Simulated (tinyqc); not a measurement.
Hydrogenic donor in a hard-walled well (variational): sweeps and comparisons. A value that a table varies takes the place of the one given here.

Trial function cos(pi z/L) exp(-r/lam), r measured from the donor at zi, walls at +/- L/2, one eps everywhere. Counted from the lowest subband, E(lam) = c/(m lam^2) - (q/eps) I0/I1, with I0 the integral of cos^2(pi z/L) exp(-2|z - zi|/lam) over the well and I1 the same with the factor (|z - zi| + lam/2); c = hbar^2/2m0, q = e^2/(4 pi eps0). The binding energy is -E at the minimum.

Constants: hbar^2/2m0 = 3.80998211 eV angstrom^2; e^2/(4 pi eps0) = 14.39964547 eV angstrom; Ry = 13.60569312 eV.

Values chosen for the exercise (near those of GaN; shifted at random, so the results belong to these values and not to a real crystal): m = 0.195 m0 (mass); eps = 9.7 (dielectric constant); Ls = (6, 12, 24, 51, 87, 193, 334) angstrom (widths); L = 103 angstrom (well width); zi = 30 angstrom (position of the donor from the centre).

## Width of the well

Ry* = 28.1976 meV
a* = 26.323 angstrom

Donor at the centre and at the wall (zi = L/2).

Binding:
```
L (angstrom)   L/a*  centre (meV)  in Ry*  wall (meV)  in Ry*  centre/wall
6              0.23         91.50   3.245       66.58   2.361         1.37
12             0.46         79.45   2.818       50.74   1.800         1.57
24             0.91         65.41   2.320       36.31   1.288         1.80
51             1.94         50.43   1.788       23.88   0.847         2.11
87             3.31         41.49   1.472       17.39   0.617         2.39
193            7.33         32.60   1.156       11.00   0.390         2.96
334           12.69         29.84   1.058        8.65   0.307         3.45
```

What does this show, and why?

At the centre the binding falls from 3.24 to 1.06 Ry*, between the limits 4 and 1. At the wall it falls from 2.36 to 0.31 Ry*, towards 1/4: the wall forces a node through the donor, as in a 2p state. With this trial function, which underbinds wall donors by about a tenth, the wall donor drops below the bulk value between 24 and 51 angstrom. The ratio grows from 1.37 to 3.45. Widths under about 15 angstrom lie outside envelope theory and serve only to show the limit.

## Position of the donor

Fixed width; zi from the centre to the wall.

Binding:
```
2 zi/L  zi (angstrom)  lam (angstrom)  binding (meV)  in Ry*
0.0               0.0            27.5          39.12   1.387
0.2              10.3            27.6          37.92   1.345
0.4              20.6            28.0          34.15   1.211
0.6              30.9            30.9          27.63   0.980
0.8              41.2            41.3          20.37   0.723
0.9              46.4            48.6          17.70   0.628
1.0              51.5            55.4          15.72   0.558
```

How do the results move?

Uniform doping spreads the level over 23.40 meV, from 39.12 at the centre to 15.72 at the wall, while lam grows by 101 %. The slope is flat at the centre, which gives a peak in the density of donor states there, and steepest between 2 zi/L = 0.6 and 0.8.

## What each parameter does

The minimum over lam; Ry* = Ry m/eps^2. Each row changes one parameter from the base and keeps the others.

Results:
```
case              binding (meV)  lam (angstrom)  binding/Ry*
base                      28.29            30.5        1.003
m = 0.234 m0              32.65            24.5        0.965
eps = 10.7                23.88            34.1        1.031
L = 134 angstrom          30.97            27.8        1.098
zi = 15 angstrom          36.54            27.7        1.296
```

How do the results move?

The largest shifts from the base row, up to three for each result and ties (the steps differ in size, so this ranks the rows, not the parameters). binding (meV): zi +8.25, eps -4.40, m +4.36. lam (angstrom): m -6.0, eps +3.6, zi -2.8. binding/Ry*: zi +0.293, L +0.095, m -0.038.

Computed by tinyqc, a small Python program: `OMP_NUM_THREADS=1 python tinyqc.py 1281795 1281796 out.jsonl` (the numbers bound the seed that draws the inputs); one thread of a shared host (Intel(R) Xeon(R) Processor @ 2.30GHz), about 0.03 s for the whole set of steps.
